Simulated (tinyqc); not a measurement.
## Pinning of the barrier by interface states

Cowley-Sze model with the space charge neglected: phiB = S (phiM - chi) + (1 - S)(Eg - phi0), S = 1/(1 + q Dit dl/(eps0 ei)), dl in cm.

Values chosen for this exercise; band and dielectric values those of a made-up semiconductor:
```
symbol,value,unit,meaning
Eg,1.54,eV,band gap
chi,4.16,eV,electron affinity
dl,0.2,nm,thickness of the interfacial layer
ei,3.9,,relative permittivity of the interfacial layer
phi0,0.47,eV,neutral level above the valence band
phiM,4.91,eV,metal work function
```

Constants: q = 1.602176634e-19 C, eps0 = 8.8541878128e-14 F/cm where lengths are in cm. Results are converted to the units shown.

Results:
```
Dit (cm^-2 eV^-1)	S	phiB (eV)	change of phiB for 0.5 eV more work function (eV)
1e11	0.9991	0.7503	0.4995
3e11	0.9972	0.7509	0.4986
1e12	0.9908	0.7529	0.4954
3e12	0.9729	0.7587	0.4865
1e13	0.9151	0.7772	0.4575
3e13	0.7822	0.8197	0.3911
3e14	0.2643	0.9854	0.1321
1e15	0.09728	1.039	0.04864
```

Estimate the missing row, Dit = 1e14 cm^-2 eV^-1.

Computed row:
```
Dit (cm^-2 eV^-1)	S	phiB (eV)	change of phiB for 0.5 eV more work function (eV)
1e14	0.5187	0.9040	0.2593
```

With this row back in the table: S falls from 0.999 to 0.0973, passing 1/2 at Dit = eps0 ei/(q dl) = 1.08e14 cm^-2 eV^-1. The barrier rises from 0.750 to 1.04 eV, from near the Schottky-Mott value phiM - chi = 0.750 eV towards the pinned value Eg - phi0 = 1.07 eV.

Program tinyqc, `OMP_NUM_THREADS=1 python tinyqc.py 2020039 2020040 out.jsonl`; Intel Xeon 2.30GHz, shared host, one thread, about 0.03 s.
